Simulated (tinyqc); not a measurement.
Thermal and gravitational stress in a wafer during furnace and rapid thermal processing, and the onset of slip: one step, computed by the program tinyqc. Command: `OMP_NUM_THREADS=1 python tinyqc.py 3016494 3016495 out.jsonl slip walk`. One thread of a shared host (Intel(R) Xeon(R) Processor @ 2.30GHz), about 0.01 s of CPU time with the checks.

A thin free disc in plane stress, isotropic; T(r) = T_centre + dT (r/R)^n with n = 2. Stress is positive in tension; sigma_SB = 5.670374419e-8 W/(m^2 K^4), g = 9.80665 m/s^2.

Problem. Ramp rate in a batch furnace. Critical resolved stress tau_c = A exp(U/(k_B T)), a form chosen for the exercise; slip when 0.492799 |s_tt(R)| > tau_c; allowed |dT| = tau_c (n + 2)/(0.492799 n alpha E). In a stack heated from the rim, heat flows inward by conduction and by radiation between wafers: k_eff = k + (16/3) sigma_SB T^3 s^2/t (a diffusion estimate with the spacing as path length). A steady ramp gives the parabolic lag dT = rho c (ramp) R^2/(4 k_eff); the allowed ramp uses n = 2.

Inputs (values chosen for the exercise, modelled on silicon):
```
quantity                              value        unit
wafer radius R                          225          mm
thickness t                             925  micrometre
Young's modulus E                       148         GPa
expansion alpha                        4.51      1e-6/K
temperature T                          1300           K
prefactor A of the critical stress  0.00049         MPa
energy U of the critical stress       0.989          eV
density rho                            2330      kg/m^3
heat capacity c                         973    J/(kg K)
conductivity k                         25.8     W/(m K)
wafer spacing s                          16          mm
ramp rate                               1.7       K/min
```

Constants: k_B = 8.617333262e-05 eV/K.

Give: k_eff; lag of the centre; allowed ramp rate.

Solution.

k_eff = 209.68 W/(m K)

lag of the centre = 3.8771 K

allowed ramp rate = 8.9159 K/min

Radiation carries 88 % of the inward flow. The ramp is 0.19 of the allowed one.
